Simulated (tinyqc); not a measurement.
Vacuum evaporation: vapour pressure, source flux, thickness distribution, purity and step coverage: one step, computed by the program tinyqc. Command: `OMP_NUM_THREADS=1 python tinyqc.py 3112671 3112672 out.jsonl evap walk`. One thread of a shared host (Intel(R) Xeon(R) Processor @ 2.30GHz), about 0.01 s of CPU time with the checks.

Molecular flow, unit sticking of the metal, no re-evaporation. The background gas is taken as water vapour (18.015 g/mol, collision diameter 0.37 nm) at 300 K.

Task: Offset source and rotation. Rotating wafer, source offset by s and facing upwards: thickness at radius r is the mean over the angle a of (1 + (r^2 + s^2 - 2 r s cos a)/h^2)^(-(n + 3)/2), by 360 equal steps; non-uniformity (max - min)/(max + min) over 21 radii from 0 to R.

Inputs (values chosen for the exercise, modelled on gold, with constants for the liquid):
```
quantity                         value  unit
directionality n                     4     -
source-to-wafer distance h          60    cm
wafer radius R                      15    cm
source offset from the axis s/h   0.45     -
```

Give: centre thickness relative to an axial source; edge over centre, rotating; non-uniformity, rotating.

Result:

centre thickness relative to an axial source = 0.5244

edge over centre, rotating = 0.9496

non-uniformity, rotating = 2.584 %
